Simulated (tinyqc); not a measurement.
MOS inversion layer, Poisson-Schroedinger loop: one step of the calculation.

Electrons confined at an insulator interface at z = 0, treated as a hard wall; parabolic valleys, Hartree approximation, no image or exchange terms. The depletion charge lies far deeper than the electrons and gives a uniform field q Nd/(eps0 eps_r); the gate balances all charge. Energies are counted from the band edge at the interface.

Question. Levels and probability densities. Tridiagonal Hamiltonian with psi = 0 one step beyond both ends: H_ii = C (1/m_(i-1/2) + 1/m_(i+1/2))/hz^2 + V0_i + U_i, H_(i,i+1) = -C/(m_(i+1/2) hz^2), C = hbar^2/(2 m0). The lowest 2 level(s) are kept, normalised to hz sum |psi|^2 = 1. The mass is the same on all intervals.

Inputs (values chosen for the exercise): mass along z of valley set A (6 valley(s)) mz1 = 0.255 m0; mesh step hz = 0.92 nm.

Constants: q = 1.602176634e-19 C, hbar = 1.054571817e-34 J s, m0 = 9.1093837015e-31 kg, hbar^2/(2 m0) = 0.0380998212 eV nm^2. Results are converted to the units shown.

```
node  fixed potential V0 (eV)  U after round 1 (eV)
1                 0.001578644            0.02942018
2                 0.003157288            0.05852784
3                 0.004735932            0.08654487
4                 0.006314576            0.11259000
5                 0.007893220            0.13602438
6                 0.009471864            0.15661785
7                 0.011050508            0.17450317
8                 0.012629152            0.18999723
9                 0.014207795            0.20340911
10                0.015786439            0.21492572
11                0.017365083            0.22460228
12                0.018943727            0.23242960
13                0.020522371            0.23842495
14                0.022101015            0.24269942
15                0.023679659            0.24547861
16                0.025258303            0.24707821
17                0.026836947            0.24785211
18                0.028415591            0.24813441
19                0.029994235            0.24819141
```

Wanted: levels; |psi|^2 of A1; |psi|^2 of A2.

Answer.

levels (eV): A1 0.12505, A2 0.20370

```
node  |psi|^2 of A1 (1/nm)  |psi|^2 of A2 (1/nm)
1                  0.15402               0.10842
2                  0.33157               0.11317
3                  0.30525               0.00531
4                  0.17934               0.05619
5                  0.07825               0.18758
6                  0.02752               0.23280
7                  0.00821               0.18411
8                  0.00215               0.10992
9                  0.00051               0.05382
10                 0.00011               0.02272
11                 0.00002               0.00856
12                 0.00000               0.00296
13                 0.00000               0.00096
14                 0.00000               0.00030
15                 0.00000               0.00009
16                 0.00000               0.00003
17                 0.00000               0.00001
18                 0.00000               0.00000
19                 0.00000               0.00000
```

Program tinyqc, `OMP_NUM_THREADS=1 python tinyqc.py 2160142 2160143 out.jsonl`; Intel Xeon 2.30GHz, shared host, one thread, about 0.7 s.
